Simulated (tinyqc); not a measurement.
Eight-band Kane k.p model with strain, step by step. Values are carried at full precision from step to step, so a last printed digit may differ when a step is redone from the rounded ones.

Constants: hbar^2/2m0 = 3.80998211 eV angstrom^2.

Inputs chosen for the exercise (near those of Ge; not measured data): Eg = 0.872 eV (gap at Gamma to the s-like level); Dso = 0.295 eV (spin-orbit splitting); Ep = 25.6 eV (Kane energy); me = 0.0386 m0 (electron mass at Gamma); g1 = 13.43 (Luttinger gamma1); g2 = 4.24 (gamma2); g3 = 5.68 (gamma3); a = 5.653 angstrom (lattice constant); a_sub = 5.553 angstrom (lattice constant of the substrate); C11 = 130.3 GPa; C12 = 48.9 GPa; C44 = 66.4 GPa; face = 111 (growth face); ac = -8.46 eV (conduction deformation potential); av = 1.23 eV (valence hydrostatic potential); b = -2.58 eV (tetragonal shear potential); d = -5.34 eV (trigonal shear potential); k = (0.022, 0.035, 0) 1/angstrom (wave vector); kmax = 0.08 1/angstrom (end of the path).

## Derived values

P = sqrt(Ep c); A = 1/me - Ep (Eg + 2 Dso/3)/(Eg (Eg + Dso)) keeps the electron mass; g1' = g1 - Ep/(3 Eg), g2' = g2 - Ep/(6 Eg), g3' = g3 - Ep/(6 Eg) remove the coupling to S that the Luttinger values already hold; L = -c (g1' + 4 g2'), M = -c (g1' - 2 g2'), N = -6 c g3'. c = hbar^2/2m0.

P = 9.8760 eV angstrom
A = -0.9773

g1', g2', g3': [3.6441, -0.6530, 0.7870]

L, M, N (eV angstrom^2): [-3.9327, -18.8594, -17.9915]

The coupling to the valence bands supplies 26.88, against 1/me = 25.91; A makes up the difference. The diagonal term in A bends towards the gap, so the set should be tested for spurious states at large k.

## Strain of a layer grown coherently on a (111) face

e_par = (a_sub - a)/a in the plane; no stress along the normal: e_perp = -(2 C11 + 4 C12 - 4 C44)/(C11 + 2 C12 + 4 C44) e_par; exx = eyy = ezz = (2 e_par + e_perp)/3 and exy = eyz = ezx = (e_perp - e_par)/3.

e_par = -0.017690
e_perp = 0.006829

strain tensor in the cubic axes, rows x, y, z and columns alike:
```
[[-0.009517, 0.008173, 0.008173],
 [0.008173, -0.009517, 0.008173],
 [0.008173, 0.008173, -0.009517]]
```

The layer is under compression in the plane; its volume changes by -2.855 %.

## Strain terms

Strain (Bir-Pikus): H_SS gains ac tr(e); H_XX gains l exx + m (eyy + ezz) and H_XY gains n exy, with l = av + 2 b, m = av - b, n = sqrt(3) d. The sign of av is such that the gap moves by (ac - av) tr(e); the change of P with strain is neglected.

Form the strain terms of the Hamiltonian.

ac tr(e) = 0.24153 eV

strain block of X, Y, Z (the same for both spins) (eV), rows X, Y, Z and columns alike:
```
[[-0.03512, -0.07559, -0.07559],
 [-0.07559, -0.03512, -0.07559],
 [-0.07559, -0.07559, -0.03512]]
```

## The Hamiltonian at one k

Eight-band Kane model, basis S, X, Y, Z times spin, zero of energy at the top of the unstrained valence band, c = hbar^2/2m0. Within each spin: H_SS = Eg + A c k^2, H_SX = i P kx (likewise Y, Z), H_XX = -Dso/3 + L kx^2 + M (ky^2 + kz^2), H_XY = N kx ky, and cyclic. Spin-orbit term (Dso/3) L.sigma on X, Y, Z with (L_k)_ij = -i epsilon_kij: <X+|H|Y+> = -i Dso/3, <X+|H|Z-> = Dso/3, <Y+|H|Z-> = -i Dso/3, <Z+|H|X-> = -Dso/3, <Z+|H|Y-> = i Dso/3, <X-|H|Y-> = i Dso/3, and their conjugates; + and - are the spin along z. Terms from inversion asymmetry are left out, so every level is twofold.

Fill in the matrix, adding ac tr(e) to H_SS and the strain block to X, Y, Z of each spin.

H(k) (eV), rows S+, X+, Y+, Z+, S-, X-, Y-, Z- and columns alike:
```
[[1.1072, 0.2173i, 0.3457i, 0, 0, 0, 0, 0],
 [-0.2173i, -0.1585, -0.0894-0.0983i, -0.0756, 0, 0, 0, 0.0983],
 [-0.3457i, -0.0894+0.0983i, -0.1474, -0.0756, 0, 0, 0, -0.0983i],
 [0, -0.0756, -0.0756, -0.1657, 0, -0.0983, 0.0983i, 0],
 [0, 0, 0, 0, 1.1072, 0.2173i, 0.3457i, 0],
 [0, 0, 0, -0.0983, -0.2173i, -0.1585, -0.0894+0.0983i, -0.0756],
 [0, 0, 0, -0.0983i, -0.3457i, -0.0894-0.0983i, -0.1474, -0.0756],
 [0, 0.0983, 0.0983i, 0, 0, -0.0756, -0.0756, -0.1657]]
```

## Levels and orbital character

Diagonalise H; the levels come in pairs. The weights are summed over spin and averaged over each pair.

levels, each twofold (eV): [-0.4648, -0.1308, 0.0077, 1.2236]

weights, rows S, X, Y, Z; columns pair 1, pair 2, pair 3, pair 4:
```
[[0.042, 0.026, 0.008, 0.924],
 [0.335, 0.226, 0.419, 0.019],
 [0.397, 0.259, 0.288, 0.056],
 [0.225, 0.489, 0.285, 0.001]]
```

The conduction pair has 7.6 % valence character at this k; the valence pair with most S character is pair 1 (4.2 %).

## Bands along [111] and [001]

The same diagonalisation at six points |k| = 0, kmax/5, ..., kmax along each direction.

Levels (eV):
```
direction  |k| (1/angstrom)   pair 1   pair 2   pair 3  pair 4
[111]                 0.000  -0.3736  -0.0672   0.0405  1.1135
[111]                 0.016  -0.3910  -0.0763   0.0385  1.1303
[111]                 0.032  -0.4444  -0.0987   0.0324  1.1775
[111]                 0.048  -0.5349  -0.1261   0.0223  1.2474
[111]                 0.064  -0.6591  -0.1537   0.0082  1.3319
[111]                 0.080  -0.8107  -0.1812  -0.0100  1.4247
[001]                 0.000  -0.3736  -0.0672   0.0405  1.1135
[001]                 0.016  -0.3828  -0.0780   0.0297  1.1326
[001]                 0.032  -0.4114  -0.1109   0.0026  1.1864
[001]                 0.048  -0.4615  -0.1640  -0.0326  1.2667
[001]                 0.064  -0.5356  -0.2291  -0.0733  1.3653
[001]                 0.080  -0.6333  -0.2988  -0.1207  1.4757
```

At kmax the conduction band lies 50.9 meV and the top valence band 110.7 meV apart between the two directions. k.p holds near Gamma; the zone edge lies near 1 1/angstrom.

## Masses at Gamma

m*/m0 = c h^2/(E(h) - E(0)) with |k| = h = 0.0001 1/angstrom; negative values are hole-like.

Masses (m0):
```
direction  pair 1  pair 2  pair 3  pair 4
[111]      -0.057  -0.103  -0.483   0.057
[001]      -0.107  -0.092  -0.086   0.050
```

Strain has split the top two pairs at Gamma, so each has its own mass tensor; the top pair has -0.483 along [111] and -0.086 along [001].

## Checks

- Electron mass of the unstrained model by finite differences against the input me: both 0.03860.
- Heavy-hole mass along [100] against 1/(g1 - 2 g2): both 0.2020.
- Light-hole mass along [100] against 1/(g1 + 2 g2): both 0.04564.

Program tinyqc; command `OMP_NUM_THREADS=1 python tinyqc.py 1080927 1080928 out.jsonl`; about 0.05 s on one thread of a shared Intel(R) Xeon(R) Processor @ 2.30GHz.
